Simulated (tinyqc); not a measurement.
Electrons shared among three sets of ellipsoidal valleys: one step. Fermi level and populations. Two cases, with inputs chosen for the exercise.

Question. Solve n = sum_i N_i F_1/2((EF - dE_i)/kT), energies from the edge of the first set.

F_j(eta) = (1/Gamma(j + 1)) integral_0^infinity x^j dx/(1 + exp(x - eta)), which tends to exp(eta) for eta << 0.

Case 1.

Values chosen (out of a larger set: masses and offsets near those of AlAs; mobilities are free inputs, held fixed; not measured data): dE = (0, 0.238, 0.719) eV (edges of X, L, Gamma above the first); n = 2.9e+18 1/cm^3 (total electron density).

N_i (1/cm^3): X 2.172646e+18, L 2.211866e+18, Gamma 1.914660e+17

kT = 0.00663535 eV

Case 2.

Values chosen (out of a larger set: masses and offsets near those of Si; mobilities are free inputs, held fixed; not measured data): dE = (0, 0.145, 0.857) eV (edges of Delta2, Delta4, L above the first, the first two split by strain); n = 1.3e+16 1/cm^3 (total electron density).

N_i (1/cm^3): Delta2 1.457999e+19, Delta4 2.915997e+19, L 2.506497e+19

kT = 0.03446933 eV

Give: EF; eta_i; n_i; shares.

Answer.

Case 1.

EF = 0.0050 eV

eta_i: X 0.75, L -35.12, Gamma -107.61

n_i (1/cm^3): X 2.90e+18, L 1.24e+03, Gamma 3.54e-30

shares: X 1.0000, L 0.0000, Gamma 0.0000

X holds most electrons (100.0 %). Boltzmann weights N_i exp(-dE_i/kT) would give L a share of 0.0000.

Case 2.

EF = -0.2431 eV

eta_i: Delta2 -7.05, Delta4 -11.26, L -31.91

n_i (1/cm^3): Delta2 1.26e+16, Delta4 3.76e+14, L 3.46e+05

shares: Delta2 0.9711, Delta4 0.0289, L 0.0000

Delta2 holds most electrons (97.1 %). Boltzmann weights N_i exp(-dE_i/kT) would give Delta4 a share of 0.0289.

Computed by tinyqc, one run a case: `OMP_NUM_THREADS=1 python tinyqc.py N N+1 out.jsonl` with N = 1650711, 1650815; one thread of a shared Intel(R) Xeon(R) Processor @ 2.30GHz, about 0.02 s a run at most.
